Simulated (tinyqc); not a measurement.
# Worked calculation: AlGaN/GaN HEMT with access regions, lumped model

Numbers from tinyqc (`OMP_NUM_THREADS=1 python tinyqc.py 2570032 2570033 out.jsonl`; about 0.02 s on one thread of a shared Intel Xeon 2.30GHz). Printed values are rounded.

A polarisation-induced electron sheet under a Schottky gate, in series with two ungated access regions and contacts. Drift law v = mu E/(1 + mu E/vs) under the gate. Currents in mA/mm, resistances in ohm mm. No self-heating, no channel-length modulation; fits for polarisation, barrier and offset are chosen for the exercise.

Parameters, values chosen for the exercise; values close to those of AlGaN/GaN structures: aluminium share of the barrier x = 0.33; barrier thickness d = 18 nm; relative permittivity of barrier and channel eps_r = 9.4; channel mobility mu = 1200 cm^2/(V s); saturation velocity vs = 1.5e7 cm/s; gate length Lg = 0.5 um; source access length Ls = 1.5 um; drain access length Ld = 12 um; resistance of each contact Rc = 0.34 ohm mm; share of the drain-access electrons removed by traps ft = 0; gate voltage Vg = 0.5 V; critical field Ec = 2.5 MV/cm; depth over which the depleted charge spreads te = 0.25 um; insulator under the field plate tf = 200 nm; relative permittivity of that insulator ei = 7.5.

Constants: q = 1.602176634e-19 C, eps0 = 8.8541878128e-14 F/cm where lengths are in cm. Results are converted to the units shown.

## Polarisation charge, threshold and sheet resistance

sigma = (5e13 x + 1.6e13 x^2) cm^-2, phiB = 0.84 + 1.3 x, dEc = 0.7 (1.71 x + x^2) in volts, Cb = eps0 eps_r/d, VT = phiB - dEc - q sigma/Cb, access density n0 = -Cb VT/q. Rsh = 1/(q mu n0); largest access current q n0 vs.

sigma = 1.82424e13 cm^-2
Cb = 0.462385 uF/cm^2
VT = -5.52328 V
n0 = 1.59401e13 cm^-2
Rsh = 326.301 ohm
q n0 vs = 3830.82 mA/mm

## On-resistance and breakdown

sigma = (5e13 x + 1.6e13 x^2) cm^-2, phiB = 0.84 + 1.3 x, dEc = 0.7 (1.71 x + x^2) in volts, Cb = eps0 eps_r/d, VT = phiB - dEc - q sigma/Cb, access density n0 = -Cb VT/q. Ron = 2 Rc + Ls/(q mu n0) + Ld/(q mu (1 - ft) n0) + Lg/(mu Cb (Vg - VT)). Off state: a depleted stretch that holds the voltage V has the peak field sqrt(k V), k = 2 q n0/(eps0 eps_r te), so one edge holds V1 = Ec^2/k. The sheet under the plate pinches off at Vf = q n0 (1/Cb + tf/(eps0 ei)); beyond it the gate edge is screened. BV = V1 if Vf >= V1, else Vf + V1, and at most Ec Ld. Specific resistance Ron (Ls + Lg + Ld); figure of merit BV^2 over it.

Ron = 5.23467 ohm mm
Vf = 82.4400 V
V1 = 25.4604 V
BV = 25.4604 V
specific resistance = 0.732853 mohm cm^2
figure of merit = 0.884534 MW/cm^2

The plate pinches off too late to screen the gate edge, so it adds nothing.
